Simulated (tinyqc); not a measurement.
Comparisons within one model: ellipsoidal valleys in the axes of a wafer and a channel. A value that a table varies takes the place of the one given here.

Valleys with axes a along x, y and z, two valleys each; inverse mass tensor w = 1/mt + (1/ml - 1/mt) a a. Device axes: z = nz/|nz|, x = nx/|nx|, y = z cross x; in them a = (ax, ay, az). Confinement mass mz = 1/w_zz. In the plane w_ij is replaced by u_ij = w_ij - w_iz w_jz/w_zz (i, j = x, y); density-of-states mass md = 1/sqrt(det u); conductivity mass along x mc = 1/u_xx; ballistic transport mass mx = u_yy/det u, width mass my = 1/u_yy.

Hard walls: E_n = c (n pi/t)^2/mz, c = hbar^2/2m0, n = 1, 2, 3. Non-degenerate share of a valley proportional to md sum_n exp(-E_n/kT); mean 1/mc = sum of share/mc. 1 nm = 10 angstrom.

Constants: hbar^2/2m0 = 3.80998211 eV angstrom^2; kB = 8.617333262e-05 eV/K.

Values chosen for the exercise (near those of the Delta valleys of Si; the results hold for these values, not for the real material):
- ml = 0.925 m0 (longitudinal mass)
- mt = 0.191 m0 (transverse mass)
- t = 4.8 nm (thickness of the film)
- T = 77 K (temperature)
- nz = (1, 1, 2) (surface normal (confinement))
- nx = (1, 1, -1) (channel direction)

## Wafer and channel orientation

For each face/channel: the lowest ladder (mz, number of valleys, md, E1, share) and the mean conductivity mass over all valleys.

Results:

| face/channel | mz | valleys | md | E1 (meV) | share | mean mc |
|---|---|---|---|---|---|---|
| (001)/[110] | 0.925 | 2 | 0.191 | 17.6 | 1.000 | 0.1910 |
| (111)/[1-10] | 0.260 | 6 | 0.360 | 62.8 | 1.000 | 0.2983 |
| (001)/[100] | 0.925 | 2 | 0.191 | 17.6 | 1.000 | 0.1910 |
| (110)/[001] | 0.317 | 4 | 0.326 | 51.5 | 0.996 | 0.1916 |
| (100)/[011] | 0.925 | 2 | 0.191 | 17.6 | 1.000 | 0.1910 |
| (112)/[11-1] | 0.406 | 2 | 0.288 | 40.2 | 0.984 | 0.4316 |
| (113)/[1-10] | 0.545 | 2 | 0.249 | 30.0 | 0.998 | 0.1912 |

What can be read from the table?

The mean conductivity mass is lowest, 0.1910, for (001)/[110], (001)/[100] and (100)/[011] and highest, 0.4316, for (112)/[11-1]; the bulk value is 0.2597. The confinement energy is lowest on the face with the heaviest mz ((001), 18 meV). The density of states of the lowest ladder, valleys times md, runs between 0.382 and 2.163; a small value limits the charge through the quantum capacitance.

## Thickness of the film

Share of the lowest ladder and mean conductivity mass.

Results:

| t (nm) | lowest E1 (meV) | spread of E1 (meV) | share of the lowest ladder | mean mc |
|---|---|---|---|---|
| 2.0 | 231.8 | 195.3 | 1.000 | 0.4357 |
| 3.0 | 103.0 | 86.8 | 1.000 | 0.4357 |
| 4.0 | 58.0 | 48.8 | 0.998 | 0.4352 |
| 5.0 | 37.1 | 31.2 | 0.976 | 0.4297 |
| 7.0 | 18.9 | 15.9 | 0.803 | 0.3906 |
| 10.0 | 9.3 | 7.8 | 0.548 | 0.3445 |
| 14.0 | 4.7 | 4.0 | 0.425 | 0.3259 |

What can be read from the table?

The spread falls as 1/t^2 and passes kT = 6.6 meV between t = 10 and 14 nm; the share of the lowest ladder goes from 1.000 to 0.425 and the mean mass goes from 0.4357 to 0.3259, against 0.3133 for equal shares, the limit of a thick film (the bulk value 3/(1/ml + 2/mt) is 0.2597; the two differ since axes are tilted in the x-z plane and in a quantised film no valley carries current across it; once scattering blurs the subbands the bulk value returns). Three subbands a valley become too few once E3 nears kT. In the thinnest rows E1 (232 meV) is beyond the parabolic range.

## What each parameter does

Lowest E1, its share and the mean conductivity mass. Each row changes one parameter from the base and keeps the others.

Results:

| case | lowest E1 (meV) | share | mean mc (m0) |
|---|---|---|---|
| base | 40.25 | 0.9839 | 0.4316 |
| ml = 0.833 m0 | 41.54 | 0.9816 | 0.4013 |
| mt = 0.172 m0 | 43.39 | 0.9919 | 0.4207 |
| t = 5.28 nm | 33.26 | 0.9617 | 0.4261 |
| T = 84.7 K | 40.25 | 0.9746 | 0.4293 |

How do the results move?

The largest shifts from the base row, up to three for each result and ties (the steps differ in size, so this ranks the rows, not the parameters). lowest E1 (meV): t -6.98, mt +3.15, ml +1.30; unchanged at the printed digits by T. share: t -0.0221, T -0.0093, mt +0.0080. mean mc (m0): ml -0.0302, mt -0.0109, t -0.0055.

tinyqc: `OMP_NUM_THREADS=1 python tinyqc.py 1881286 1881287 out.jsonl`; about 0.01 s, one thread, shared Intel(R) Xeon(R) Processor @ 2.30GHz.
